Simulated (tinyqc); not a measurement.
Worked calculation: correction of a charged-defect supercell by a model charge and potential alignment (plane-averaged potentials). Computed by tinyqc, a small Python program that keeps every step. Command: `OMP_NUM_THREADS=1 python tinyqc.py 3112616 3112617 out.jsonl align walk`. One thread of a shared host (Intel(R) Xeon(R) Processor @ 2.30GHz), about 0.01 s of CPU time with the checks. Intermediate numbers are printed to about 6 digits and carried at full precision; extremes and crossings named in words are read from the listed rows.

The "true" defect charge is (1 - x) q in a Gaussian of width sigma plus x q in one of width sigma_t, so the exact answer is known; the correction sees only a single model Gaussian of width sigma_m. A Gaussian of width s has the transform rho(G) = exp(-G^2 s^2/2), normalised to 1. A uniform background cancels q, so G = 0 is left out. Potentials are those felt by a unit positive charge. E_0 is the formation energy of the isolated defect, E_cell its value in the supercell, E_lat = E_iso - E_per of the model charge, C the true less the model potential far from the defect; the exact correction is E_0 - E_cell, and the error of a scheme is E_cell plus its correction less E_0.

Inputs (values chosen for the exercise, with screening close to that of Al2O3): defect charge q = 1 e; dielectric constant eps = 9.01; edge of the cubic cell L = 18 angstrom; width sigma of the true defect charge = 1.5 angstrom; width sigma_m of the model charge = 1.2 angstrom; share x of the charge in a wide tail = 0.11; width sigma_t of the tail = 3 angstrom; formation energy of the isolated defect E_0 = 3.34 eV.

Constants: e^2/(4 pi eps_0) = 14.39964548 eV angstrom.

## The supercell energy and its true error

Periodic energy E_per = (2 pi q^2/(eps L^3)) (e^2/(4 pi eps_0)) sum_(G != 0) rho(G)^2/G^2, G = (2 pi/L)(n1, n2, n3), |n_i| <= 16. Isolated energy: two Gaussians of charges q_a, q_b and widths a, b interact by q_a q_b (e^2/(4 pi eps_0 eps)) sqrt(2/pi)/sqrt(a^2 + b^2), and the self-energy is half the sum over pairs. Supercell value E_cell = E_0 + E_per - E_iso for the true charge.

E_iso, true charge = 0.277112 eV

E_per, true charge = 0.156305 eV

E_cell = 3.21919 eV

exact correction = 0.120807 eV

## Lattice energy of the model charge

E_lat = E_iso - E_per for the model charge; point-charge value alpha q^2 e^2/(4 pi eps_0 eps 2 L) with alpha = 2.837297.

E_iso, model = 0.375700 eV

E_per, model = 0.252220 eV

E_lat = 0.123480 eV

point-charge value = 0.125959 eV

## Plane-averaged potentials

Plane-averaged potential at distance z from the defect: V(z) = (4 pi q/(eps L^3)) (e^2/(4 pi eps_0 e)) sum_(m != 0) rho(G_m) cos(G_m z)/G_m^2, G_m = 2 pi m/L, |m| <= 40.

Potentials (V):
```
z/L   z (angstrom)        true       model   difference
0.00           0.0   0.0569578   0.0657836  -0.00882573
0.05           0.9   0.0522178   0.0592026  -0.00698480
0.10           1.8   0.0398299   0.0430697  -0.00323972
0.15           2.7   0.0237669   0.0240144  -0.00024755
0.20           3.6   0.0074990   0.0061701   0.00132885
0.25           4.5  -0.0071009  -0.0091445   0.00204358
0.30           5.4  -0.0193172  -0.0216951   0.00237788
0.35           6.3  -0.0289174  -0.0314578   0.00254036
0.40           7.2  -0.0358145  -0.0384312   0.00261668
0.45           8.1  -0.0399664  -0.0426152   0.00264885
0.50           9.0  -0.0413524  -0.0440099   0.00265750
```

The difference moves by 0.04 mV between z/L = 0.4 and 0.5: a plateau.

## Alignment and corrected energy

C = difference at z = L/2; E_corr = E_cell + E_lat - q C. For charges that have died out at L/2, C = (2 pi q/(eps L^3)) (e^2/(4 pi eps_0 e)) (<s^2> - sigma_m^2), <s^2> = (1 - x) sigma^2 + x sigma_t^2.

alignment C = 0.00265750 V

C, closed form = 0.00267314 V

E_corr = 3.34002 eV

error with alignment (rounded to 1e-4 meV) = 0.0156 meV

error without alignment = 2.67306 meV

error with the point-charge term alone = 5.15247 meV

error without correction = -120.807 meV

Errors are measured against E_0. Alignment cuts the error of the model charge from 2.7 to 0.016 meV.

## Errors against cell size

Schemes: none; point-charge term alpha q^2 e^2/(4 pi eps_0 eps 2 L), alpha = 2.837297; E_lat of the model; E_lat - q C with C at z = L/2.

Error against E_0 (meV):
```
L (angstrom)      none  point charge  model charge  model and alignment
12.6          -164.946       14.9953       7.76666             0.514280
15.3          -139.799        8.3886       4.35126             0.095607
18.0          -120.807        5.1525       2.67306             0.015559
21.6          -101.984        2.9818       1.54695             0.001110
```

Between the last two rows the uncorrected error scales as L^-0.93 and the point-charge remainder as L^-3.00. With alignment the error is +0.5 meV in the smallest cell and 0.00 meV in the largest.

Checks made by the program: E_lat against the point-charge value less 2 pi q^2 sigma_m^2 e^2/(4 pi eps_0 eps L^3) (relative difference 2e-07).
